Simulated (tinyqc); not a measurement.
Worked calculation: bound state in one dimension: Numerov shooting, finite differences, DVR. Computed by tinyqc, a small Python program that keeps every step. Settings: points = 96. Command: `OMP_NUM_THREADS=1 python tinyqc.py 29741 29742 out.jsonl` (the two numbers bound the seeds that draw the settings). One thread of a shared host (Intel(R) Xeon(R) Processor @ 2.60GHz), about 0.01 s of CPU time with the checks.

## Numerov steps at E = 0.1

One particle of mass 1 in V = 3.56 (x^2 - 1.73^2)^2 / 1.73^4 (atomic units), psi = 0 at both ends:
```
parameter                 value
left end              -3.400000
right end              3.400000
intervals                    96
h                      0.070833
state sought (nodes)          2
```

k_i = 2 m (E - V_i); (1 + h^2 k_(i+1)/12) y_(i+1) = 2 (1 - 5 h^2 k_i/12) y_i - (1 + h^2 k_(i-1)/12) y_(i-1), from y_0 = 0, y_1 = 0.001.

Points along the way:
```
i           x          V           k         y
0   -3.400000  29.169787  -58.139574  0.000000
1   -3.329167  26.014232  -51.828465  0.001000
2   -3.258333  23.100038  -46.000075  0.002260
3   -3.187500  20.416037  -40.632075  0.004045
4   -3.116667  17.951306  -35.702611  0.006661
5   -3.045833  15.695158  -31.190315  0.010476
32  -1.133333   1.160040   -2.120080  1.367287
33  -1.062500   1.380875   -2.561751  1.474874
34  -0.991667   1.604872   -3.009744  1.601486
35  -0.920833   1.828548   -3.457096  1.752364
36  -0.850000   2.048662   -3.897324  1.933739
37  -0.779167   2.262213   -4.324425  2.153050
```

## Bisection on the node count

With more sign changes than the state has nodes (the last point included) the energy is too high, else too low; the bracket starts as 0.1 to 12.

Trials:
```
trial           E  sign changes  y at the right end   next
1      6.05000000             5           -6.90e-01  lower
2      3.07500000             2            2.06e+01  raise
3      4.56250000             4            1.95e+00  lower
4      3.81875000             3           -2.14e+00  lower
5      3.44687500             2            1.75e+00  raise
6      3.63281250             3           -1.46e+00  lower
7      3.53984375             3           -2.46e-01  lower
8      3.49335937             2            6.45e-01  raise
9      3.51660156             2            1.74e-01  raise
10     3.52822266             3           -4.23e-02  lower
11     3.52241211             2            6.41e-02  raise
12     3.52531738             2            1.05e-02  raise
13     3.52677002             3           -1.60e-02  lower
14     3.52604370             3           -2.78e-03  lower
...           ...           ...                 ...    ...
29     3.52589122             3           -1.96e-07  lower
30     3.52589121             2            6.74e-09  raise
31     3.52589122             3           -9.44e-08  lower
```

eigenvalue = 3.52589122 hartree

## The same grid by other methods

Three-point finite differences and the sine-DVR kinetic matrix of Colbert and Miller on the same points.

Lowest levels (hartree):
```
state  finite differences       DVR
0                1.424713  1.425909
1                1.461203  1.462430
2                3.523403  3.525897
3                4.205602  4.211811
4                5.711706  5.723725
```
